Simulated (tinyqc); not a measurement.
# Long-channel MOSFET, surface-potential model: transfer curve from weak to strong inversion

n-channel transistor on a uniformly doped p-type body, gradual-channel approximation, constant mobility, Boltzmann statistics, full ionisation. Potentials are counted from the neutral body; V is the electron quasi-Fermi potential, Vsb at the source and Vsb + Vds at the drain. Charges are magnitudes per area.

ni = sqrt(Nc Nv) exp(-Eg/(2 Vt)), Eg in volts; phiF = Vt ln(Na/ni); Cox = eps0 eox/tox; gamma = sqrt(2 q eps0 eps_r Na)/Cox. The surface potential psi at channel potential V solves Vgs + Vsb - Vfb - psi = gamma sqrt(G), G = psi - Vt + Vt exp((psi - 2 phiF - V)/Vt). Charge sheet: Qi = Cox gamma [sqrt(G) - sqrt(psi - Vt)]; I = mu (W/L) [integral of Qi dpsi from psi_0 to psi_L (drift) + Vt (Qi0 - QiL) (diffusion)], with psi_0 at V = Vsb and psi_L at V = Vsb + Vds. Pao-Sah: Qi(V) = (Cox gamma/2) integral from 3 Vt to psi of exp((u - 2 phiF - V)/Vt)/sqrt(G(u, V)) du, and I = mu (W/L) integral of Qi dV from Vsb to Vsb + Vds. Square law: VT = Vfb + 2 phiF + gamma sqrt(2 phiF + Vsb), m = 1 + gamma/(2 sqrt(2 phiF + Vsb)), I = mu Cox (W/L) [(Vgs - VT) v - m v^2/2] with v the smaller of Vds and (Vgs - VT)/m, and zero below VT. gm = dI/dVgs of the charge-sheet current.

Values chosen for this exercise; material values those of a made-up semiconductor:
```
symbol    value        unit                                      meaning
T           300           K                                  temperature
Eg         0.96          eV                                     band gap
eps_r      13.1               relative permittivity of the semiconductor
Nc      2.97e19       cm^-3       conduction-band density of states at T
Nv      2.46e19       cm^-3          valence-band density of states at T
Na       2.4e16       cm^-3                 acceptor density of the body
eox        3.94              relative permittivity of the gate insulator
tox          25          nm                          insulator thickness
Vfb       -0.85           V                            flat-band voltage
mu          360  cm^2/(V s)                             channel mobility
W             5          um                                   gate width
L            10          um                                  gate length
Vsb           0           V                     source-body reverse bias
Vds         1.2           V                         drain-source voltage
```

Constants: q = 1.602176634e-19 C, kB = 1.380649e-23 J/K, Vt = kB T/q, eps0 = 8.8541878128e-14 F/cm where lengths are in cm. Results are converted to the units shown.

Result of one run:
```
I, charge sheet (uA)	I, Pao-Sah (uA)	drift share (%)	gm/I (1/V)	I, square law (uA)
0.9517	0.9772	80.13	5.405	1.471
```

Which gate-source voltage Vgs gave this result: 0.16, 0.24, 0.68 or 0.77 V?

Vgs = 0.68 V.

The whole series:
```
Vgs (V)	I, charge sheet (uA)	I, Pao-Sah (uA)	drift share (%)	gm/I (1/V)	I, square law (uA)
0.07	6.168e-5	6.367e-5	0.1215	24.87	0
0.16	5.903e-4	6.069e-4	1.163	25.21	0
0.24	0.004304	0.004417	7.538	23.99	0
0.33	0.02975	0.03055	30.14	18.34	0.03194
0.42	0.1166	0.1198	53.29	12.39	0.1978
0.51	0.2975	0.3058	67.27	8.763	0.5050
0.59	0.5516	0.5668	74.73	6.818	0.8969
0.68	0.9517	0.9772	80.13	5.405	1.471
0.77	1.479	1.518	83.75	4.454	2.187
```

The charge-sheet current rises from 6.17e-5 to 1.48 uA. In the first row gm/I is 24.9 1/V, a swing of 92.6 mV a decade, against Vt ln 10 = 59.5 mV a decade for an ideal gate; in the last it is 4.45 1/V. Drift passes half of the current at Vgs = 0.42 V among the rows listed (VT = 0.270 V). The charge sheet departs most from Pao-Sah at Vgs = 0.07 V, where it is 3.1 % below it. In the last row the square law is 44 % above Pao-Sah.

tinyqc, about 0.04 s, one thread, Intel Xeon 2.30GHz (shared host): `OMP_NUM_THREADS=1 python tinyqc.py 2360032 2360033 out.jsonl`
